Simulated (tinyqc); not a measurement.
# Strained alloy layer of InAs and GaAs on (001) InP, model-solid band line-up: gaps, strain and offsets against composition

The layer is x parts of the first compound and 1 - x of the second, grown coherently on the third as substrate and barrier. Rows of the table: lattice constant a, average valence level Ea on an absolute scale, spin-orbit splitting so, gaps at Gamma, X and L, hydrostatic deformation potentials av and ac (Gamma), shear potential b, elastic constants, electron and heavy-hole (along z) masses. All are interpolated linearly in x; gaps get -C x (1 - x), taken wholly in the conduction band; real line-ups can differ from this model by 0.1 eV or more.

In-plane strain e = (a_substrate - a)/a, e_z = -2 (c12/c11) e, volume change 2 e + e_z. With v = 2 e + e_z and d = 2 b (e_z - e): Eav = Ea + av v; E_hh = Eav + so/3 - d/2; E_lh = Eav - so/6 + d/4 + sqrt(so^2 + so d + 9 d^2/4)/2; E_c = Ea + so/3 + EG + ac v (Gamma). Substrate: E_v = Ea + so/3, E_c = E_v + EG. Well depths: dEc = E_c(substrate) - E_c, dEhh = E_hh - E_v(substrate), dElh likewise; strained Gamma gap E_c - max(E_hh, E_lh); positive values confine carriers in the layer. Matthews-Blakeslee for 60-degree dislocations in a single layer: hc = k (ln(hc/bv) + 1), k = bv (1 - nu/4)/(4 pi |e| (1 + nu)), nu = c12/(c11 + c12), bv = a/sqrt(2); the larger root. The valence offset is the larger of dEhh and dElh; a dash marks |e| under 0.02 % or no root.

Inputs (values chosen for the exercise): bowing of the Gamma gap CG = 0.477 eV; bowing of the X gap CX = 1.4 eV; bowing of the L gap CL = 0.33 eV.

Binary compounds, values chosen for the exercise:
```
              close to InAs  close to GaAs  close to InP
a (angstrom)          6.058          5.653         5.869
Ea (eV)               -6.67          -6.92         -7.04
so (eV)               0.382          0.343          0.11
EG (eV)               0.351           1.43          1.35
EX (eV)                1.36            1.9           2.2
EL (eV)                1.06           1.73          1.91
av (eV)                   1           1.15          1.25
ac (eV)               -5.14          -7.08         -5.09
b (eV)                -1.77          -1.72         -1.69
c11 (GPa)              82.3            118          99.7
c12 (GPa)              45.7           54.1          56.7
me (m0)              0.0227         0.0675         0.079
mh (m0)               0.326          0.345         0.532
```

Result of one run:
columns A: x; B: e (%); C: relaxed Gamma gap (eV); D: lower of X and L gaps (eV); E: strained Gamma gap (eV); F: E_hh - E_lh (meV); G: dEc (eV); H: valence offset (eV); I: hc (nm)
```
A          B       C      D       E       F       G       H     I
0.41  0.8584  0.8722  1.340  0.7736  -63.62  0.2273  0.3491  11.4
```

What becomes of these results when the fraction of the first compound in the layer x is changed from 0.41 to 0.49, all else the same?

Result of the changed run:
columns A: x; B: e (%); C: relaxed Gamma gap (eV); D: lower of X and L gaps (eV); E: strained Gamma gap (eV); F: E_hh - E_lh (meV); G: dEc (eV); H: valence offset (eV); I: hc (nm)
```
A          B       C      D       E       F       G       H     I
0.49  0.2999  0.7821  1.286  0.7493  -21.46  0.2599  0.3408  42.6
```

The whole series:
columns A: x; B: e (%); C: relaxed Gamma gap (eV); D: lower of X and L gaps (eV); E: strained Gamma gap (eV); F: E_hh - E_lh (meV); G: dEc (eV); H: valence offset (eV); I: hc (nm)
```
A           B       C      D       E       F       G       H     I
0.25    1.994   1.071  1.501  0.8218  -155.6  0.1534  0.3748  3.58
0.33    1.423  0.9685  1.412  0.7976  -108.5  0.1918  0.3606  5.78
0.41   0.8584  0.8722  1.340  0.7736  -63.62  0.2273  0.3491  11.4
0.49   0.2999  0.7821  1.286  0.7493  -21.46  0.2599  0.3408  42.6
0.57  -0.2524  0.6981  1.249  0.7068   17.30  0.2894  0.3538  52.5
0.66  -0.8665  0.6108  1.214  0.6377   56.09  0.3191  0.3932  11.3
0.74   -1.406  0.5398  1.171  0.5789   85.90  0.3422  0.4289  5.90
0.82   -1.940  0.4748  1.132  0.5226   111.3  0.3622  0.4652  3.74
0.9    -2.468  0.4160  1.097  0.4687   132.5  0.3791  0.5022  2.60
```

The relaxed Gamma gap falls from 1.07 to 0.416 eV and the strained one falls from 0.822 to 0.469 eV. The lattice matches the substrate at x = 0.533; the heavy hole is on top where the layer is compressed (e < 0) and the light hole where it is stretched. dEc rises from 0.153 to 0.379 eV and the valence offset goes from 0.375 through a minimum of 0.341 (at x = 0.49 among the rows listed) to 0.502 eV. At the largest strain listed, -2.47 %, strain changes the gap by 52.8 meV.

Computed by the program tinyqc: `OMP_NUM_THREADS=1 python tinyqc.py 2690024 2690025 out.jsonl`, one thread of a shared Intel Xeon 2.30GHz, about 0.01 s for the whole run.
